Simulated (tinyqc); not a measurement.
What each parameter does: sp3s* tight binding with spin-orbit coupling.

sp3s* tight binding, nearest neighbours only: anion (a) at 0, cation (c) at a/4 (1,1,1), orbitals s, px, py, pz, s* on each; k in units of 2 pi/a. With phases e_j = exp(i (pi/2) k.n_j) for n = (1,1,1), (1,-1,-1), (-1,1,-1), (-1,-1,1): g0 = (e1+e2+e3+e4)/4, g1 = (e1+e2-e3-e4)/4, g2 = (e1-e2+e3-e4)/4, g3 = (e1-e2-e3+e4)/4. The diagonal holds the levels Esa, Epa, Exa (s*) and Esc, Epc, Exc. Anion-cation block: <sa|sc> = Vss g0; <sa|xc> = Vsapc g1; <xa|sc> = -Vscpa g1; <xa|xc> = Vxx g0; <xa|yc> = <ya|xc> = Vxy g3, <xa|zc> = <za|xc> = Vxy g2, <ya|zc> = <za|yc> = Vxy g1; <s*a|xc> = Vxapc g1; <xa|s*c> = -Vpaxc g1; y and z take g2 and g3 in place of g1; s-s* and s*-s* vanish.

Spin-orbit coupling acts within the p shell of each atom as (D/3) L.sigma, D = Da or Dc: it puts four states at Ep + D/3 and two at Ep - 2D/3.

Inputs chosen for the exercise (near a published set for Ge, fitted to gaps, whose masses and valley positions are rough; spin-orbit coupling, where it is added without a refit, lifts the valence top and shrinks all gaps by about a third of the splitting; shifted at random, so the results belong to these values and not to a real crystal): Esa = -5.917 eV (s level of the anion); Epa = 1.615 eV (p level of the anion); Esc = -5.917 eV (s level of the cation); Epc = 1.615 eV (p level of the cation); Exa = 6.389 eV (s* level of the anion); Exc = 6.389 eV (s* level of the cation); Vss = -6.821 eV (s-s); Vxx = 1.62 eV (px-px); Vxy = 4.897 eV (px-py); Vsapc = 5.482 eV (s anion, p cation); Vscpa = 5.482 eV (s cation, p anion); Vxapc = 5.253 eV (s* anion, p cation); Vpaxc = 5.253 eV (p anion, s* cation); Da = 0.298 eV (atomic spin-orbit splitting, anion); Dc = 0.298 eV (the same, cation).

Gaps from the top of the valence band at Gamma; Delta is the minimum on (x,0,0), 0.5 <= x <= 1. A change on one sublattice alone makes the two atoms unequal.

One parameter was then changed.

Results before and after:
```
case,Ev (eV),gap Gamma (eV),gap Delta (eV),gap L (eV)
base,0.0943,0.8097,0.6728,0.6621
changed,0.0943,0.8097,0.6116,0.6343
```

Which of these changes was made? (a) Exa = 6.089 eV; (b) Vxapc = 5.553 eV; (c) Vpaxc = 5.553 eV; (d) Epa = 1.315 eV; (e) Vscpa = 5.182 eV; (f) Vsapc = 5.182 eV.

Answer: (a) Exa = 6.089 eV. Of the candidates, run in turn, only this one gives the changed row.

All candidates:
```
case,Ev (eV),gap Gamma (eV),gap Delta (eV),gap L (eV)
base,0.0943,0.8097,0.6728,0.6621
Vscpa = 5.182 eV,0.0943,0.8097,0.5774,0.5574
Exa = 6.089 eV,0.0943,0.8097,0.6116,0.6343
Epa = 1.315 eV,-0.0626,0.9666,0.7543,0.7777
Vsapc = 5.182 eV,0.0943,0.8097,0.5774,0.5574
Vpaxc = 5.553 eV,0.0943,0.8097,0.5366,0.6024
Vxapc = 5.553 eV,0.0943,0.8097,0.5366,0.6024
```

Vscpa, Exa, Vsapc, Vpaxc and Vxapc cannot move Ev or the gap at Gamma, whose blocks do not hold them; s parameters never move Ev, and move the gap only where the lowest empty level at Gamma is s-like.

Program tinyqc; command `OMP_NUM_THREADS=1 python tinyqc.py 1480866 1480867 out.jsonl`; about 0.2 s on one thread of a shared Intel(R) Xeon(R) Processor @ 2.30GHz.
